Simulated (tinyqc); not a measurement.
Which stress helps holes along [110]: six-band Luttinger-Kohn model with strain.

Six-band Luttinger-Kohn model in the basis |3/2,3/2>, |3/2,1/2>, |3/2,-1/2>, |3/2,-3/2>, |1/2,1/2>, |1/2,-1/2>, electron energies, zero at the top of the unstrained valence band. H = -[rows: (P+Q, -S, R, 0, -S/r2, r2 R); (-S*, P-Q, 0, R, -r2 Q, r32 S); (R*, 0, P-Q, S, r32 S*, r2 Q); (0, R*, S*, P+Q, -r2 R*, -S*/r2); (-S*/r2, -r2 Q, r32 S, -r2 R, P+Dso, 0); (r2 R*, r32 S*, r2 Q, -S/r2, 0, P+Dso)], r2 = sqrt(2), r32 = sqrt(3/2). Levels are twofold.

P = c g1 k^2 - av tr(e); Q = c g2 (kx^2 + ky^2 - 2 kz^2) - (b/2)(exx + eyy - 2 ezz); R = c sqrt3 [-g2 (kx^2 - ky^2) + 2i g3 kx ky] + (sqrt3/2) b (exx - eyy) - i d exy; S = 2 c sqrt3 g3 (kx - i ky) kz - d (exz - i eyz); c = hbar^2/2m0, e the strain tensor (not engineering shear).

s11 = (C11 + C12)/((C11 - C12)(C11 + 2 C12)), s12 = -C12/((C11 - C12)(C11 + 2 C12)), s44 = 1/C44; exx = s11 sxx + s12 (syy + szz) and cyclic, exy = s44 sxy/2; tension is positive. A uniaxial stress X along the unit vector n is s_ij = X n_i n_j.

Constants: hbar^2/2m0 = 3.80998211 eV angstrom^2.

Inputs chosen for the exercise (near those of Si; not measured data):
- Dso = 0.043 eV (spin-orbit splitting)
- g1 = 4.32 (Luttinger gamma1)
- g2 = 0.34 (gamma2)
- g3 = 1.46 (gamma3)
- av = 2.54 eV (valence hydrostatic potential)
- b = -2.06 eV (tetragonal shear potential)
- d = -4.58 eV (trigonal shear potential)
- C11 = 167.9 GPa
- C12 = 61.7 GPa
- C44 = 82.9 GPa
- X1 = 0.6 GPa (size of the stress)

Each load has size X1 (biaxial: sxx = syy); masses are curvatures of the top pair at k = 0.

Results:

| load | splitting (meV) | top edge (meV) | m [110] | m [001] |
|---|---|---|---|---|
| uniaxial [110], compression | 23.7 | 8.5 | 0.124 | 0.266 |
| uniaxial [110], tension | 15.1 | 15.4 | 0.448 | 0.208 |
| uniaxial [100], compression | 27.9 | 11.0 | 0.217 | 0.266 |
| uniaxial [100], tension | 16.2 | 16.9 | 0.241 | 0.215 |
| uniaxial [111], compression | 22.4 | 7.6 | 0.151 | 0.231 |
| uniaxial [111], tension | 14.3 | 14.8 | 0.350 | 0.231 |
| biaxial (001), compression | 16.2 | 1.2 | 0.215 | 0.275 |
| biaxial (001), tension | 27.9 | 26.7 | 0.266 | 0.184 |

What can be read from this table?

The lightest mass along [110] (0.124) comes with uniaxial [110], compression. The largest splitting (27.9 meV) comes with uniaxial [100], compression; biaxial (001), tension. The heaviest mass along [001] (0.275), which lowers the confinement energy in a (001) channel, comes with biaxial (001), compression. The splitting per GPa follows b (s11 - s12) for loads along cube axes and d s44 for [111]: here 2 |b| (s11 - s12) = 38.8 and |d| s44/sqrt3 = 31.9 meV per GPa in the limit of large Dso; where the splitting nears Dso, mixing with the split-off band makes it depend on the sign of the load.

(tinyqc, `OMP_NUM_THREADS=1 python tinyqc.py 1080774 1080775 out.jsonl`, Intel(R) Xeon(R) Processor @ 2.30GHz, 1 thread, shared host, about 0.04 s.)
